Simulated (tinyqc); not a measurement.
Comparisons within one model: Wannier function of the lower band of a two-orbital chain. A value that a table varies takes the place of the one given here.

H(k) = [[-d/2 - 2 ta cos k, -t1 - t2 exp(-ik)], [-t1 - t2 exp(ik), d/2 - 2 tb cos k]], k in 1/a, Bloch sums with exp(ikR) and without the positions inside the cell. Mesh k_j = 2 pi j/N. Projection gauge: each lower eigenvector u is multiplied by the phase that makes <trial|u> real and positive (the one-band case of Loewdin orthogonalisation). Wannier amplitudes w(R) = (1/N) sum_k exp(ikR) u(k); hoppings H(R) = (1/N) sum_k exp(-ikR) E(k).

Inputs chosen for the exercise:

| symbol | value | unit | meaning |
|---|---|---|---|
| d | -1.24 | eV | A at -d/2, B at +d/2 |
| t1 | 2.4 | eV | A-B in the cell |
| t2 | 1.02 | eV | B to A of the next cell |
| ta | 0.39 | eV | A-A between cells |
| tb | 0.16 | eV | B-B between cells |
| xb | 0.62 | a | position of B (A at 0) |
| th | 60 | degrees | trial orbital cos(th) A + sin(th) B in cell 0 |

## Convergence with the mesh

Centre and Omega_I from overlaps M_j = u_j^+ diag(1, exp(-i b xb)) u_(j+1), b = 2 pi/N: centre -(1/2 pi) sum arg M, Omega_I = (1/(N b^2)) sum (1 - |M|^2). Largest error of the Fourier interpolation on 41 points from 0 to pi.

Mesh:

| N | centre (a) | Omega_I (a^2) | H(1) (eV) | largest error (meV) |
|---|---|---|---|---|
| 3 | 0.43254 | 0.07968 | -0.68508 | 181.077 |
| 4 | 0.42433 | 0.08908 | -0.73035 | 26.311 |
| 6 | 0.41993 | 0.09820 | -0.72370 | 5.554 |
| 8 | 0.41849 | 0.10206 | -0.72334 | 1.546 |
| 12 | 0.41749 | 0.10504 | -0.72331 | 0.113 |
| 16 | 0.41715 | 0.10614 | -0.72331 | 0.010 |
| 24 | 0.41691 | 0.10694 | -0.72331 | 0.000 |

How do the results move?

The interpolation error falls exponentially, from 26.3 meV at N = 4 to 0.113 at N = 12, because the hoppings decay exponentially for an isolated band (smallest gap 3.24 eV). Omega_I carries a finite-difference error and converges as a power: against the value 0.10759 on 400 points it is off by -0.00255 at N = 12 and -0.00065 at N = 24, an exponent of 1.97, near the limit 2.

## Choice of the trial orbital

N = 16. Centre, Omega_I and Omega_D from overlaps (b = 2 pi/N, M_j = u_j^+ diag(1, exp(-i b xb)) u_(j+1); Omega_D = (1/(N b^2)) sum (arg M_j + b centre)^2).

Trial angle:

| th (deg) | smallest projection | centre (a) | Omega_I (a^2) | Omega_D (a^2) |
|---|---|---|---|---|
| 0 | 0.488 | 0.4171 | 0.10614 | 0.07250 |
| 15 | 0.697 | 0.4171 | 0.10614 | 0.03157 |
| 30 | 0.859 | 0.4171 | 0.10614 | 0.01437 |
| 45 | 0.960 | 0.4171 | 0.10614 | 0.00563 |
| 60 | 0.972 | 0.4171 | 0.10614 | 0.00119 |
| 75 | 0.893 | 0.4171 | 0.10614 | 0.00009 |
| 90 | 0.746 | 0.4171 | 0.10614 | 0.00354 |

What can be read from the table?

Omega_I is the same for all. Omega_D is smallest at 75 degrees (0.00009) and largest at 0 (0.07250). The centre does not move.

## Centre against ionicity

N = 24, d varied. Overlaps M_j = u_j^+ diag(1, exp(-i b xb)) u_(j+1), b = 2 pi/N; centre -(1/2 pi) sum arg M_j folded into [0, 1); Omega_I = (1/(N b^2)) sum (1 - |M_j|^2); charge moved is -2 times the shift of the centre from its value at d = 0 (a doubly filled band); weight on A averaged over the mesh.

Against d:

| d (eV) | centre (a) | charge moved (e) | weight on A | Omega_I (a^2) |
|---|---|---|---|---|
| -6.0 | 0.5630 | -0.4674 | 0.118 | 0.0391 |
| -3.0 | 0.4987 | -0.3388 | 0.235 | 0.0747 |
| -1.5 | 0.4321 | -0.2057 | 0.341 | 0.1021 |
| -0.5 | 0.3672 | -0.0759 | 0.436 | 0.1184 |
| 0.0 | 0.3293 | 0.0000 | 0.489 | 0.1227 |
| 0.5 | 0.2897 | 0.0792 | 0.543 | 0.1227 |
| 1.5 | 0.2148 | 0.2290 | 0.646 | 0.1104 |
| 3.0 | 0.1333 | 0.3920 | 0.764 | 0.0801 |
| 6.0 | 0.0588 | 0.5410 | 0.886 | 0.0395 |

What can be read from the table?

For large positive d the function sits on A (centre 0.059) and for large negative d on B at 0.62 (centre 0.563); at d = 0 it lies at 0.329, on the bond inside the cell, the stronger one. Among these rows the spread is largest at d = 0.5 eV.

## What each parameter does

N = 24: centre (folded into [0, 1)) and Omega_I from overlaps M_j = u_j^+ diag(1, exp(-i b xb)) u_(j+1), b = 2 pi/N: centre = -(1/2 pi) Im ln prod M_j, Omega_I = mean(1 - |M_j|^2)/b^2; and the first two hoppings H(R). Each row changes one parameter from the base and keeps the others.

Results:

| case | centre (a) | Omega_I (a^2) | H(1) (eV) | H(2) (eV) |
|---|---|---|---|---|
| base | 0.4169 | 0.1069 | -0.7233 | 0.0371 |
| d = -0.94 eV | 0.3979 | 0.1121 | -0.7372 | 0.0403 |
| t1 = 2.55 eV | 0.4088 | 0.1062 | -0.7287 | 0.0361 |
| t2 = 0.92 eV | 0.4122 | 0.1035 | -0.6790 | 0.0298 |
| ta = 0.49 eV | 0.4220 | 0.1059 | -0.7585 | 0.0316 |
| xb = 0.67 a | 0.4488 | 0.1207 | -0.7233 | 0.0371 |
| th = 70 degrees | 0.4169 | 0.1069 | -0.7233 | 0.0371 |

What does this show?

The largest shifts from the base row, up to three for each result and ties (the steps differ in size, so this ranks the rows, not the parameters). centre (a): xb +0.0319, d -0.0190, t1 -0.0081; unchanged at the printed digits by th. Omega_I (a^2): xb +0.0138, d +0.0052, t2 -0.0034; unchanged at the printed digits by th. H(1) (eV): t2 +0.0443, ta -0.0352, d -0.0139; unchanged at the printed digits by xb and th. H(2) (eV): t2 -0.0074, ta -0.0056, d +0.0032; unchanged at the printed digits by xb and th. The trial angle is a choice of gauge and moves none of these; xb enters the position operator alone, so it leaves the hoppings.

(tinyqc, `OMP_NUM_THREADS=1 python tinyqc.py 1452477 1452478 out.jsonl`, Intel(R) Xeon(R) Processor @ 2.30GHz, 1 thread, shared host, about 0.2 s.)
